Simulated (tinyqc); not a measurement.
Transfer curve: field-effect mobility of a thin-film transistor with band-tail and deep states (multiple trapping). Computed by tinyqc, a small Python program. Command: `OMP_NUM_THREADS=1 python tinyqc.py 3009149 3009150 out.jsonl tft walk`. One thread of a shared host (Intel(R) Xeon(R) Processor @ 2.30GHz), about 0.04 s of CPU time with the checks.

A thick film in accumulation at small drain voltage. Only free electrons move; trapped ones still screen the gate. N_c and mu_0 are held fixed when T changes, leaving out the T^(3/2) growth of N_c. x = E_0 - psi is the distance of the Fermi level below the band edge.

Inputs (values chosen for the exercise, modelled on polycrystalline silicon):
```
quantity                                     value         unit
permittivity eps                              11.7            -
effective density of states N_c            2.7e+19       1/cm^3
band mobility mu_0                             160   cm^2/(V s)
tail density at the edge g_t               3.8e+20  1/(eV cm^3)
tail width E_t                                  45          meV
flat-band Fermi level below the edge, E_0      0.7           eV
equivalent oxide thickness t                    23           nm
temperature T                                  300            K
```

Deep states: none.

Constants: k_B = 8.617333262e-05 eV/K; e = 1.602176634e-19 C; eps_0 = 8.8541878128e-12 F/m.

Method:
- F_j(eta) = int_0^infinity x^j/(1 + exp(x - eta)) dx, without a gamma-function factor.
- Integrals over x = E/(k_B T) use 160 Gauss-Legendre points in u = sqrt(x) from 0 to sqrt(max(eta, 0) + 32).
- Free n(x) = N_c (2/sqrt(pi)) F_1/2(-x/k_B T), with F_1/2 from its two-term series in exp(-x/k_B T) for x >= 12 k_B T; tail n_t(x) = int_0^1.2eV g_t exp(-E/E_t)/(1 + exp((x - E)/k_B T)) dE, E counted down from the edge, 120 Gauss-Legendre points; space charge rho(psi) = n + n_t less its value at psi = 0.
- Poisson: F(psi) = sqrt((2 e/(eps eps_0)) int_0^psi rho dpsi'); V_G - V_FB = psi_s + eps F(psi_s) t/3.9; free sheet density N_f = int (n - n(E_0))/F dpsi; induced sheet density N_i = eps eps_0 F(psi_s)/e; trapezoid rule on 301 even points in psi, the first interval left out of N_f.
- mu_eff = mu_0 N_f/N_i; field-effect mobility mu_FE = mu_0 e (dN_f/dV_G)/C_ox and swing S = dV_G/dlog10(N_f), by a central difference of +/- 2 mV in psi_s; C_ox = 3.9 eps_0/t.

Against the band bending:
```
psi_s (V)  V_G - V_FB (V)  N_f (1/cm^2)  mu_eff (cm^2/(V s))  mu_FE (cm^2/(V s))  S (mV/decade)
0.24                0.267    4.7657e+06           2.9892e-02          1.6700e-02            112
0.35                0.444    9.5508e+07           1.7405e-01          2.1915e-01            171
0.43                0.658    8.6286e+08           6.4530e-01          1.1467e+00            296
0.50                0.998    5.9353e+09           2.0368e+00          4.2707e+00            547
0.56                1.531    3.0969e+10           5.4441e+00          1.2281e+01            992
0.62                2.523    1.6039e+11           1.4392e+01          3.3267e+01           1896
0.66                3.650    4.6982e+11           2.6828e+01          6.0508e+01           3054
0.71                5.971    1.6185e+12           5.2532e+01          1.0444e+02           6093
0.77               10.594    4.9884e+12           8.6702e+01          1.3690e+02          14325
```

What follows from these numbers?

The steepest swing among the rows is 112 mV/decade. mu_eff climbs from 0.030 to 87, 54 % of mu_0 in the last row. Between rows 6 and 7 N_f scales as (V_G - V_FB - psi_s)^2.38; an exponential tail holding all the charge would give the larger of 1 and 2 E_t/k_B T - 1, here 2.48, and free charge alone 1.
